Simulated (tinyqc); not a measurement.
Ballistic Schottky-barrier transistor with a two-dimensional channel, WKB contacts: one step of the calculation.

Source Fermi level 0, drain Fermi level -Vd. Far from the contacts Ec = pn - psi, and the gate moves psi one to one; the band edges relax as exp(-x/lam) from pn at the source and pn - Vd at the drain; Ev = Ec - Eg. A carrier of energy w inside the channel band meets at a contact a barrier of height D (the contact edge beyond the channel edge): T = 1 for w >= D, else exp(-S), S = 4 lam sqrt(m/C) [sqrt(D - w) - sqrt(w) arctan sqrt((D - w)/w)], C = hbar^2/(2 m0). The two contacts combine as Ts Td/(Ts + Td - Ts Td).

Problem. Current of the electrons on a coarse grid. I/W = g (2 q^2/h) int T(w) [N(Es + w) - N(Ed + w)] dw with w the energy of motion along the channel, N(y) = (1/2 pi) sqrt(pi m kB T/C) Fm(-y/kB T), Fm(x) = (1/sqrt(pi)) int_0^infinity u^(-1/2)/(1 + exp(u - x)) du. Electrons: Ds = psi, Dd = psi - Vd, Es = Ec, Ed = Ec + Vd. Holes: Ds = -psi, Dd = Vd - psi, Es = -Ev, Ed = -Ev - Vd. The size of each current is taken; both flow from drain to source and add. Simpson's rule on nE equally spaced w from 0 to wm.

Values chosen for this exercise; channel values close to those of a black phosphorus layer: temperature T = 300 K; barrier for electrons at both contacts pn = 0.38 eV; electron mass mn = 0.16 m0; valleys or subbands g = 1; screening length at the contacts lam = 4.7 nm; drain bias Vd = 0.7 V; band shift psi of the channel by the gate ps = 0.36 V; upper end of the grid wm = 0.54 eV; points of the grid nE = 15.

Constants: q = 1.602176634e-19 C, kB = 1.380649e-23 J/K, hbar = 1.054571817e-34 J s, h = 6.62607015e-34 J s, m0 = 9.1093837015e-31 kg, Vt = kB T/q, hbar^2/(2 m0) = 0.0380998212 eV nm^2. Results are converted to the units shown.

Find: w; Ts; Td; T; size of the supply difference; current.

Solution.

```
point   w (eV)          Ts      Td           T  size of the supply difference (1/um)
0      0.00000  9.1404e-11  1.0000  9.1404e-11                                32.668
1      0.03857   3.8011e-6  1.0000   3.8011e-6                                8.9920
2      0.07714   1.4606e-4  1.0000   1.4606e-4                                2.1341
3      0.11571   0.0017369  1.0000   0.0017369                               0.48611
4      0.15429    0.011065  1.0000    0.011065                               0.10965
5      0.19286    0.046545  1.0000    0.046545                              0.024678
6      0.23143     0.14328  1.0000     0.14328                             0.0055515
7      0.27000     0.34094  1.0000     0.34094                             0.0012487
8      0.30857     0.64277  1.0000     0.64277                             2.8086e-4
9      0.34714     0.94860  1.0000     0.94860                             6.3170e-5
10     0.38571      1.0000  1.0000      1.0000                             1.4208e-5
11     0.42429      1.0000  1.0000      1.0000                             3.1957e-6
12     0.46286      1.0000  1.0000      1.0000                             7.1878e-7
13     0.50143      1.0000  1.0000      1.0000                             1.6167e-7
14     0.54000      1.0000  1.0000      1.0000                             3.6363e-8
```

current = 0.015039 uA/um

Range of the model: No scattering, image-force lowering, channel charge or band-to-band tunnelling; parabolic kappa overstates S deep in the gap.

Numbers from tinyqc (`OMP_NUM_THREADS=1 python tinyqc.py 2390023 2390024 out.jsonl`; about 0.3 s on one thread of a shared Intel Xeon 2.30GHz).
